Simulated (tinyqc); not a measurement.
## Index and thickness from Psi and Delta

Inverse problem. Air (index 1), film, substrate with N2 = n2 - i k2; time factor exp(+i w t). q_j = sqrt(N_j^2 - sin^2 th), root with positive real part. Fresnel coefficients r_s = (q_a - q_b)/(q_a + q_b), r_p = (N_b^2 q_a - N_a^2 q_b)/(N_b^2 q_a + N_a^2 q_b). tan(Psi) exp(i Delta) = R_p/R_s, Delta taken from 0 to 360 degrees. beta = 2 pi d q1/lam, X = exp(-2 i beta), R = (r01 + r12 X)/(1 + r01 r12 X) for p and s. The film is transparent, with 1.15 < n1 < 2.9 and d under half a period. Find n1, d and the period.

Values chosen for this exercise:
```
symbol,value,unit,meaning
lam,800,nm,wavelength
th,70,degrees,angle of incidence
n2,3.692,,index of the substrate
k2,0.0065,,extinction coefficient of the substrate
```

Psi = 22.344625 degrees
Delta = 86.763073 degrees

Answer. Two measured angles fix two unknowns; a search from many starts finds one solution in the range given. Thicker films with d plus a multiple of the period give the same angles.

n1 = 1.648
d = 59.00 nm
period = 295.5 nm

Computed by the program tinyqc: `OMP_NUM_THREADS=1 python tinyqc.py 2870223 2870224 out.jsonl`, one thread of a shared Intel Xeon 2.30GHz, about 0.2 s for the whole run.
